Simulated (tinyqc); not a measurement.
Inside a calculation. Method: MP2 on RHF in the sto-3g basis, for H3-, spin multiplicity 1. The basis has no diffuse functions, so it cannot describe the extra electron: this is an exercise in the method, not the real anion. One step of it, computed by the program tinyqc.

Problem. Orthogonalisation. S = U s U^T; canonical form X = U s^(-1/2), so that X^T S X = 1. Each column of U has its largest component positive (the first on a tie).

overlap S, lower triangle:
```
          1H 1s     2H 1s     3H 1s
1H 1s  1.000000
2H 1s  0.403357  1.000000
3H 1s  0.403423  0.100281  1.000000
```

Give: eigenvalues of S; X.

Solution.

eigenvalues of S: 0.477  0.900  1.623

X:
```
            1       2      3
1H 1s   1.067   0.000  0.530
2H 1s  -0.691   0.746  0.409
3H 1s  -0.691  -0.745  0.409
```
